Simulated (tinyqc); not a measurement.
Thickness from the minima: X-ray reflectivity of a thin film on silicon: critical angles, Parratt recursion, fringes and roughness. Computed by tinyqc, a small Python program. Command: `OMP_NUM_THREADS=1 python tinyqc.py 3120515 3120516 out.jsonl xrr walk`. One thread of a shared host (Intel(R) Xeon(R) Processor @ 2.30GHz), about 0.01 s of CPU time with the checks.

n = 1 - delta + i beta; the classical electron radius is r_e = 2.8179403e-6 nm. Layer 0 is vacuum, 1 the film, 2 the substrate.

Inputs (values chosen for the exercise, modelled on TiN on silicon, copper K-alpha radiation):
```
quantity                                        value     unit
wavelength lambda                             0.15406       nm
film density rho                                 4.98   g/cm^3
effective electrons per unit mass, film         0.465    mol/g
beta/delta, film                                0.074        -
film thickness d                                 38.5       nm
roughness of the surface sigma_1                 0.23       nm
roughness of the interface sigma_2               0.34       nm
substrate density                                2.33   g/cm^3
effective electrons per unit mass, substrate    0.507    mol/g
beta/delta, substrate                           0.023        -
grazing angle theta                              2.43  degrees
```

Constants: N_A = 6.02214076e+23 1/mol.

Method:
- delta = r_e lambda^2 rho_e/(2 pi), rho_e = density x electrons per mass x N_A; critical angle sqrt(2 delta), q_c = 4 sqrt(pi r_e rho_e).
- k_j = (2 pi/lambda) sqrt(sin^2 theta - 2 delta_j + 2 i beta_j); r_ij = (k_i - k_j)/(k_i + k_j) x exp(-2 k_i k_j sigma^2) (Nevot-Croce); r = (r_01 + r_12 p)/(1 + r_01 r_12 p), p = exp(2 i k_1 d); R = |r|^2.
- Far above the critical angle the period is d theta = lambda/(2 d), or 2 pi/d in q; the envelope runs between (|r_01| - |r_12 p|)^2 and (|r_01| + |r_12 p|)^2; contrast = 2 a b/(a^2 + b^2) with a = |r_01|, b = |r_12 p|; roughness factors on the amplitudes are about exp(-q^2 sigma^2/2).
- Minima of R theta^4 are located on 6001 points over 7.5 periods, from 1.15 times the larger critical angle. With refraction, sin^2(theta_m) = 2 delta + m^2 (lambda/(2 d))^2, m integer or half-integer; the first six minima are used, and the first order is the one that minimises the largest residual of the least-squares line plus the distance of its intercept from 2 delta. Without refraction, d = lambda/(2 x mean step of sin theta).

Constants:
```
layer      rho_e (1/nm^3)        delta         beta  critical angle (degrees)  q_c (1/nm)
film              1394.55  1.48445e-05  1.09849e-06                  0.312191    0.444444
substrate          711.40  7.57263e-06  1.74170e-07                  0.222977    0.317437
```

period in theta = 0.114636 degrees

Minima:
```
order m  theta (degrees)  sin^2 theta
2                0.38897   4.6087e-05
3                0.46577   6.6084e-05
4                0.55591   9.4134e-05
5                0.65378   1.3020e-04
6                0.75638   1.7426e-04
7                0.86213   2.2639e-04
```

d with refraction = 38.482 nm

d without refraction = 46.641 nm

Against d = 38.5 nm the errors are -0.05 % with and +21.15 % without refraction. The orders are integers, as r_01 and r_12 have opposite signs for a film denser than the substrate.

Extremes, crossings and ranges named in words are read from the listed rows.
